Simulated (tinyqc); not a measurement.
# MOSFET with velocity saturation and source resistance, step by step

Program tinyqc, `OMP_NUM_THREADS=1 python tinyqc.py 2500121 2500122 out.jsonl`; Intel Xeon 2.30GHz, shared host, one thread, about 0.01 s. Printed values are rounded.

Strong inversion, charge Q = Cox (Vg - m V) at channel potential V with Vg the gate overdrive, and drift velocity v = mu E/(1 + mu E/vsat). Integrating along the channel gives I = mu Cox (1/L)(Vg Vd - m Vd^2/2)/(1 + Vd/Vc) per width, Vc = vsat L/mu, which peaks at Vdsat. Units: I in uA/um, Rs in ohm um, so the drop over Rs is 1e-6 I Rs volts.

Inputs (values chosen for the exercise):
```
symbol,value,unit,meaning
Cox,1.95,uF/cm^2,gate capacitance
mu0,300,cm^2/(V s),mobility at low gate voltage
th,0.4,1/V,mobility degradation
vsat,1.1e7,cm/s,saturation velocity
m,1.35,,body factor
VT,0.69,V,threshold
L,0.1,um,channel length
Rs,50,ohm um,source resistance
Vgs,1.8,V,gate voltage
```

## Saturation without source resistance

Vg = Vgs - VT (0 if negative), mu = mu0/(1 + th Vg), Vc = vsat L/mu, x = sqrt(1 + 2 Vg/(m Vc)), Vdsat = 2 Vg/(m (1 + x)), Isat = Cox vsat Vg (x - 1)/(x + 1) per width. Long-channel limit: mu Cox Vg^2/(2 m L); short-channel limit: Cox vsat Vg.

Vg = 1.11 V
mu = 207.756 cm^2/(V s)
Vc = 0.529467 V
Vdsat = 0.543386 V
Isat = 807.439 uA/um
long-channel limit = 1848.72 uA/um
short-channel limit = 2380.95 uA/um

Isat is 0.437 of the long-channel and 0.339 of the short-channel limit.

## Iteration 1: saturation current with source resistance

I at the start = 0 uA/um

Vg = Vgs - I Rs - VT (0 if negative), mu = mu0/(1 + th Vg), Vc = vsat L/mu, x = sqrt(1 + 2 Vg/(m Vc)), Vdsat = 2 Vg/(m (1 + x)), Isat = Cox vsat Vg (x - 1)/(x + 1) per width. I(new) = Isat.

Vg = 1.11 V
mu = 207.756 cm^2/(V s)
Vc = 0.529467 V
Vdsat = 0.543386 V
Isat = 807.439 uA/um
I after iteration 1 = 807.439 uA/um

## Iteration 2: saturation current with source resistance

As before.

Vg = 1.06963 V
mu = 210.106 cm^2/(V s)
Vc = 0.523545 V
Vdsat = 0.527039 V
Isat = 768.179 uA/um
I after iteration 2 = 768.179 uA/um

## Course of the iteration: saturation current with source resistance

Stop when I changes by less than 1e-6 uA/um, or after 80 iterations.

Course of the iteration:
```
iteration  I (uA/um)  |change| (uA/um)
1            807.439               807
2            768.179              39.3
3            770.081              1.90
4            769.989            0.0922
5            769.993           4.47e-3
6            769.993           2.16e-4
7            769.993           1.05e-5
8            769.993           5.08e-7
```

Converged in 8 iterations. At the end each change is about 0.048 times the one before, with alternating sign: linear convergence. The resistance lowers Isat by 4.64 %.
